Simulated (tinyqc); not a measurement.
# Resistance of a source-drain extension with a graded tip, step by step

Program tinyqc, `OMP_NUM_THREADS=1 python tinyqc.py 2282204 2282205 out.jsonl`; Intel Xeon 2.30GHz, shared host, one thread, about 0.06 s. Printed values are rounded.

y runs along the channel, the gate covers y > 0. The doping is N0 for y < y0 and N0 10^(-(y - y0)/la) beyond, uniform over the depth xj. Sheet conductance s(y) = q mu(N) max(N - Nch, 0) xj + (for y > 0) ma Cox Vo, with mu(N) = u0 + (u1 - u0)/(1 + (N/Nr)^au) and Cox = eps0 eox/tox. Current is taken as one-dimensional; depletion of the tip, spreading and the contact are left out. The metallurgical junction lies at yj, where N = Nch.

Parameters, values chosen for the exercise; mobility law close to that of electrons in silicon: relative permittivity of the gate insulator (close to silicon dioxide) eox = 3.9; insulator thickness tox = 3 nm; active doping of the extension far from the gate N0 = 2.5e20 cm^-3; lateral abruptness la = 4.9 nm/decade; position under the gate where the fall begins (gate edge at 0) y0 = 1.1 nm; depth of the extension xj = 29 nm; channel doping Nch = 3.6e17 cm^-3; gate overdrive Vo = 0.5 V; mobility of the gate-induced layer ma = 85 cm^2/(V s); mobility at low doping u1 = 1414 cm^2/(V s); mobility at high doping u0 = 68.5 cm^2/(V s); reference doping Nr = 9.2e16 cm^-3; exponent au = 0.711; gate length Lg = 60 nm.

Constants: q = 1.602176634e-19 C, eps0 = 8.8541878128e-14 F/cm where lengths are in cm. Results are converted to the units shown.

## Sheet resistances and junction position

yj = y0 + la log10(N0/Nch); sheet resistance of the full extension 1/[q mu(N0)(N0 - Nch) xj] and of the gate-induced layer 1/(ma Cox Vo); metallurgical length Lg - 2 yj; ye is where the doped and the gate-induced conductances are equal.

yj = 15.02402 nm
sheet resistance of the extension = 117.5397 ohm/square
sheet resistance of the induced layer = 20441.79 ohm/square
metallurgical length = 29.95195 nm
ye = 13.67420 nm
N at ye = 6.788541e17 cm^-3

The gate takes over 1.35 nm before the junction, where N is still 1.89 times the channel doping.

## Resistance of the overlapped part

Midpoint rule on 11 equal steps from 0 to yj: R_ov = sum h/s(y), per width.

| point | y (nm) | N (cm^-3) | doped conductance (uS) | sheet resistance (ohm/square) |
|---|---|---|---|---|
| 0 | 0.6829102 | 2.5e20 | 8507.766 | 116.8677 |
| 1 | 2.048731 | 1.600743e20 | 5576.626 | 177.7606 |
| 2 | 3.414551 | 8.425248e19 | 3077.905 | 319.8133 |
| 3 | 4.780371 | 4.434492e19 | 1735.891 | 560.2835 |
| 4 | 6.146192 | 2.334022e19 | 1006.490 | 947.4993 |
| 5 | 7.512012 | 1.228475e19 | 602.3628 | 1535.433 |
| 6 | 8.877832 | 6.465875e18 | 371.3502 | 2379.425 |
| 7 | 10.24365 | 3.403208e18 | 232.4661 | 3553.844 |
| 8 | 11.60947 | 1.791223e18 | 142.2250 | 5231.647 |
| 9 | 12.97529 | 9.427809e17 | 77.02278 | 7940.152 |
| 10 | 14.34111 | 4.962173e17 | 24.07470 | 13699.74 |

R_ov = 49.801 ohm um

The exact integral is 50.795 ohm um; the coarse sum is 2.0 % below it.
